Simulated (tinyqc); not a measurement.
Inside a calculation. Model: two-step dopant diffusion (predeposition and drive-in) with a constant diffusivity. Computed by tinyqc, a small Python program that keeps every step. Command: `OMP_NUM_THREADS=1 python tinyqc.py 3024821 3024822 out.jsonl dopdiff walk`. One thread of a shared host (Intel(R) Xeon(R) Processor @ 2.30GHz), about 0.05 s of CPU time with the checks. Intermediate numbers are printed to about 5 digits and carried at full precision; extremes and crossings named in words are read from the listed rows.

Fick diffusion into a half space x > 0 whose background doping C_B is of the opposite type, so that a junction lies where C = C_B.

Inputs (values chosen for the exercise, modelled on phosphorus in silicon):
```
quantity                         value        unit
prefactor D0                       4.9      cm^2/s
activation energy E               3.66          eV
surface concentration C_s      4.2e+19      1/cm^3
background doping C_B          7.6e+15      1/cm^3
predeposition temperature T1       925           C
predeposition time t1               30         min
drive-in temperature T2           1150           C
drive-in time t2                   480         min
mean mobility in the layer mu      280  cm^2/(V s)
```

Furnace ramps of the drive-in: none.

Constants: k_B = 8.617333262e-05 eV/K; e = 1.602176634e-19 C.

## Diffusivities

D = D0 exp(-E/(k_B T)). Temperatures in kelvin are T(C) + 273.15. Times in seconds are 60 times the minutes.

D1 = 1.9731e-15 cm^2/s

D2 = 5.3592e-13 cm^2/s

product D1 t1 = 3.5515e-12 cm^2

## Thermal budget of the drive-in

(Dt)2 = D2 t2, t2 in seconds.

drive-in budget (Dt)2 = 1.5434e-08 cm^2

## Predeposition

C = C_s erfc(x/(2 sqrt(D1 t1))); dose Q = 2 C_s sqrt(D1 t1/pi); the junction solves erfc(z) = C_B/C_s with x_j = 2 z sqrt(D1 t1).

dose Q = 8.9312e+13 1/cm^2

z = 2.6476

junction depth after predeposition = 0.099789 um

## Drive-in as a Gaussian

With a sealed surface and a thin source, C = Q/sqrt(pi (Dt)2) exp(-x^2/(4 (Dt)2)); x_j = 2 sqrt((Dt)2 ln(C(0)/C_B)); gradient at the junction |dC/dx| = C_B x_j/(2 (Dt)2).

surface concentration C(0) (Gaussian) = 4.0559e+17 1/cm^3

junction depth x_j = 4.9552 um

gradient at the junction = 1.2200e+20 1/cm^4

The drive-in moves the junction from 0.0998 to 4.96 um and lowers the surface value by a factor 104. Caution: C_s exceeds the intrinsic carrier density of silicon at the predeposition temperature (2e18 to 1e19 per cm^3), where real diffusivities rise with concentration and profiles turn box-like.

## Sheet resistance

Net dose Q_net = Q erf(x_j/(2 sqrt((Dt)2))) - C_B x_j; R_s = 1/(e mu Q_net), with every dopant ionised and one mobility.

net dose = 8.5118e+13 1/cm^2

sheet resistance R_s (Gaussian) = 261.89 ohm/square

## Exact junction depth

Exact two-step profile: C = (2 C_s/pi) int_0^alpha exp(-beta (1 + u^2))/(1 + u^2) du with alpha = sqrt(D1 t1/(Dt)2), beta = x^2/(4 (D1 t1 + (Dt)2)). The integral takes 48 Gauss-Legendre points; solve C(x) = C_B.

exact junction depth = 4.9556 um

## Gaussian against the exact two-step profile

Gaussian: C = Q/sqrt(pi (Dt)2) exp(-x^2/(4 (Dt)2)). Depths are fractions of the Gaussian x_j.

Profiles:
```
x/x_j  x (um)  Gaussian (1/cm^3)  exact (1/cm^3)   ratio
0.0    0.0000         4.0559e+17      4.0556e+17  1.0001
0.2    0.9910         3.4594e+17      3.4592e+17  1.0001
0.4    1.9821         2.1465e+17      2.1465e+17  1.0000
0.6    2.9731         9.6888e+16      9.6902e+16  0.9999
0.8    3.9642         3.1815e+16      3.1825e+16  0.9997
1.0    4.9552         7.6000e+15      7.6041e+15  0.9995
1.2    5.9463         1.3207e+15      1.3218e+15  0.9992
```

With D1 t1/(Dt)2 = 2.3e-4, the Gaussian is 0.0077 % high at the surface and 0.053 % low at its own junction; the exact junction lies at 4.956 um, 0.0067 % deeper. The dose is the same, but the real source already has a width, which is negligible here.

Checks made by the program: exact profile against the direct convolution of the erfc with the Gaussian kernel (relative difference below 1e-10).
